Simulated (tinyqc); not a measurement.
Inside a calculation. Method: tight binding, dimerised chain. One step of it, computed by the program tinyqc.

Problem. Bloch Hamiltonian at k. H_AA = +delta, H_BB = -delta, H_AB = -t1 - t2 exp(-i k a).

Parameters chosen for this model:
```
parameter     value                      unit
t1         1.080000       eV, inside the cell
t2         1.330000         eV, between cells
delta             0  eV, +/- on the two sites
```

k point k (2 pi / a): [0.090000]

Give: H(k) at k.

Solution.

H(k) at k (eV), order A, B:
```
[[0.000, -2.203+0.713i],
 [-2.203-0.713i, 0.000]]
```
